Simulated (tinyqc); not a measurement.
Frenkel-Kontorova chain: a misfit dislocation (kink) in a monolayer on a periodic substrate: one step, computed by the program tinyqc.

E = sum_j [(k/2)(x_(j+1) - x_j - b)^2 + (W/2)(1 - cos(2 pi x_j/a))], x_j = a (j + u_j). A kink takes u from 0 to 1: the chain is stretched by one period and has one atom fewer than wells.

Problem. Continuum limit. l0 = sqrt(k a^2/(2 W)); kink u(j) = (2/pi) arctan exp(pi j/l0); kink energy at f = 0: E0 = (4/pi) W l0; with misfit E0 - k a^2 f; kinks become favourable at f_c = 2/(pi l0), and a coherent chain with free ends loses stability at f_m = 1/l0. Lowest vibration of the flat chain: nu0 = 15.6333042 THz x sqrt(2 pi^2 W/(a^2 M)).

Inputs (values chosen for the exercise, for a model overlayer):

| quantity | value | unit |
|---|---|---|
| spring constant k | 8.32 | eV/angstrom^2 |
| substrate period a | 3.25 | angstrom |
| corrugation W | 7.89 | eV |
| misfit f = (b - a)/a | 0.5 | - |
| atomic mass M | 112 | u |

Constants: nu for 1 eV/(angstrom^2 u) = 15.6333042 THz.

Give: kink width l0; kink energy E0; kink energy with misfit; critical misfit f_c; limit f_m; gap frequency nu0.

Solution.

kink width l0 = 2.360

kink energy E0 = 23.71 eV

kink energy with misfit = -20.23 eV

critical misfit f_c = 0.2698

limit f_m = 0.4237

gap frequency nu0 = 5.672 THz

f > f_m: kinks enter without a barrier. Caution: a corrugation above 1 eV is larger than real overlayers usually show; it is chosen to keep the kink narrow. Caution: for l0 below about 3 the kink spans few atoms, and the continuum kink energy is off by about 2 per cent or more.
